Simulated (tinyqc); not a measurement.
Luttinger-Kohn k.p, four valence bands, step by step. One step of it, computed by the program tinyqc.

Task: Levels at k. Diagonalise the Hermitian matrix.

H(k) at k (eV), lower triangle (Hermitian):
```
                     3/2                 1/2                 -1/2      -3/2
3/2             0.043512
1/2   0.001396+0.002419i            0.032209
-1/2  0.005000-0.012096i            0.000000             0.032209
-3/2            0.000000  0.005000-0.012096i  -0.001396-0.002419i  0.043512
```

Give: eigenvalues.

Result:

eigenvalues (eV): 0.0233  0.0233  0.0524  0.0524
